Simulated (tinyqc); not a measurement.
What moves the results: strain-driven crossing of the Gamma and L valleys in a germanium-like crystal alloyed with tin. A value that a table varies takes the place of the one given here.

Biaxial loads: e0 is the in-plane strain e_par and the normal is free. (001): e_perp = -2 (C12/C11) e_par; exx = eyy = e_par, ezz = e_perp, no shear. (111): e_perp = -(2 C11 + 4 C12 - 4 C44)/(C11 + 2 C12 + 4 C44) e_par; exx = eyy = ezz = (2 e_par + e_perp)/3 and exy = eyz = ezx = (e_perp - e_par)/3. (110): e_perp = -(C11 + 3 C12 - 2 C44)/(C11 + C12 + 2 C44) e_par; exx = eyy = (e_par + e_perp)/2, ezz = e_par, exy = (e_perp - e_par)/2, eyz = ezx = 0. Uniaxial loads: a stress along n, scaled so that n.e.n = e0, with exx = s11 sxx + s12 (syy + szz), exy = s44 sxy/2, s11 = (C11 + C12)/((C11 - C12)(C11 + 2 C12)), s12 = -C12/((C11 - C12)(C11 + 2 C12)), s44 = 1/C44.

Edges from the unstrained valence top: Gamma at Eg + ac tr(e); an L valley with unit axis u at EgL + aL tr(e) + XuL (u.e.u - tr(e)/3), u along [111], [1-1-1], [-11-1], [-1-11]; valence edges are the levels of the 6 x 6 matrix of X, Y, Z times spin with -Dso/3 + l exx + m (eyy + ezz) on the diagonal (cyclic), n exy off it, l = av + 2 b, m = av - b, n = sqrt(3) d. Spin-orbit term (Dso/3) L.sigma on X, Y, Z with (L_k)_ij = -i epsilon_kij: <X+|H|Y+> = -i Dso/3, <X+|H|Z-> = Dso/3, <Y+|H|Z-> = -i Dso/3, <Z+|H|X-> = -Dso/3, <Z+|H|Y-> = i Dso/3, <X-|H|Y-> = i Dso/3, and their conjugates; + and - are the spin along z.

With tin the unstrained gaps become E(y) = (1 - y) E + y EgS - CS y (1 - y); all other values are kept.
Constants: kB = 8.617333262e-05 eV/K.

Inputs chosen for the exercise (near those of Ge, gaps at low temperature; the results hold for these values, not for the real material): Eg = 0.909 eV (gap at Gamma to the s-like level); EgL = 0.737 eV (gap to L); Dso = 0.286 eV (spin-orbit splitting); ac = -8.11 eV (conduction deformation potential); av = 1.22 eV (valence hydrostatic potential); b = -2.5 eV (tetragonal shear potential); d = -5.25 eV (trigonal shear potential); aL = -1.61 eV (hydrostatic potential of the L edge, Xd + Xu/3); XuL = 15.82 eV (uniaxial potential, L); y = 0.056 (tin fraction); EgS = (-0.389, 0.143) eV (Gamma and L gaps of the tin end); CS = (2.37, 0.72) eV (bowing of the Gamma and L gaps); C11 = 126.3 GPa; C12 = 48.6 GPa; C44 = 67.6 GPa; load = uniaxial [100] (kind of strain); mG = 0.0406 m0 (mass at Gamma); mL = 0.577 m0 (density-of-states mass of the four L valleys together); T = 200 K (temperature); e0 = 0.0474 (size of the strain).

## Which strain makes the gap direct

For tension the difference Gamma minus lowest L is linear in e0; slope per 1 % and the e0 at which it vanishes (a dash: no crossing below 15 %), with the gap there.

Results:
```
load            slope (meV per 1 %)  crossing e0 (%)  gap at the crossing (eV)
biaxial (001)                 -80.0             0.57                     0.617
biaxial (110)                 -25.3             1.79                     0.346
biaxial (111)                  36.4                -                         -
uniaxial [100]                -28.9             1.57                     0.596
uniaxial [111]                 -4.8             9.46                    -0.234
uniaxial [110]                 13.5                -                         -
```

The smallest strain is needed for biaxial (001) (0.57 %), then uniaxial [100] (1.57 %). No crossing below 15 % is found for biaxial (111) and uniaxial [110]: shear splits the L valleys and pulls the lowest down as fast as or faster than Gamma. Loads without off-diagonal strain, (001) and [100], gain (ac - aL) tr(e) = -65 meV per 1 % of volume. Crossings beyond about 3 % are sensitive to second-order terms, left out here. For uniaxial [111] the slope is a near cancellation, so terms beyond this linear model decide. A gap at or below zero marks a crossing beyond the range of this linear model.

## Sweep of a uniaxial [100] strain

The valence splitting is the distance of the top two edges. Share in Gamma = mG^(3/2)/(mG^(3/2) + (mL^(3/2)/4) sum_i exp(-(E_Li - E_Gamma)/kT)).

Results:
```
e0 (%)  direct gap (eV)  indirect gap (eV)  Gamma - L (meV)  valence splitting (meV)  share in Gamma (%)
-1.68             0.711              0.617               94                      124             0.00805
-0.64             0.714              0.651               64                       44              0.0460
0.40              0.682              0.648               34                       24               0.262
1.44              0.605              0.602                4                       76                1.48
2.48              0.529              0.555              -26                      109                7.89
3.52              0.453              0.509              -56                      131                32.9
4.56              0.376              0.463              -86                      144                73.6
5.60              0.300              0.416             -116                      153                94.1
```

Gamma drops below the lowest L valley between e0 = 1.44 and 2.48 %. The direct gap goes from 0.711 to 0.300 eV; of that change -0.109 eV comes from the rise of the valence top through the shear terms and the rest from the volume. The share in Gamma goes from 0.00805 to 94.1 %. Beyond about 3 % terms of second order in the strain, left out here, matter.

## What each parameter does

Direct gap, Gamma minus the lowest L edge and the valence splitting. Each row changes one parameter from the base and keeps the others.

Results:
```
case             direct gap (eV)  Gamma - L (meV)  valence splitting (meV)
base                      0.3631            -91.5                    145.7
av = 1.037 eV             0.3670            -91.5                    145.7
XuL = 18.193 eV           0.3631            -91.5                    145.7
Dso = 0.3289 eV           0.3631            -91.5                    159.8
y = 0.0644                0.3347           -109.6                    145.7
b = -2.125 eV             0.3858            -91.5                    137.8
ac = -6.8935 eV           0.3887            -65.9                    145.7
d = -4.4625 eV            0.3631            -91.5                    145.7
```

The largest shifts from the base row, up to three for each result and ties (the steps differ in size, so this ranks the rows, not the parameters). direct gap (eV): y -0.0284, ac +0.0256, b +0.0227; unchanged at the printed digits by XuL, Dso and d. Gamma - L (meV): ac +25.6, y -18.1; unchanged at the printed digits by av, XuL, Dso, b and d. valence splitting (meV): Dso +14.1, b -7.9; unchanged at the printed digits by av, XuL, y, ac and d.

Computed by tinyqc, a small Python program: `OMP_NUM_THREADS=1 python tinyqc.py 1050435 1050436 out.jsonl` (the numbers bound the seed that draws the inputs); one thread of a shared host (Intel(R) Xeon(R) Processor @ 2.30GHz), about 0.01 s for the whole set of steps.
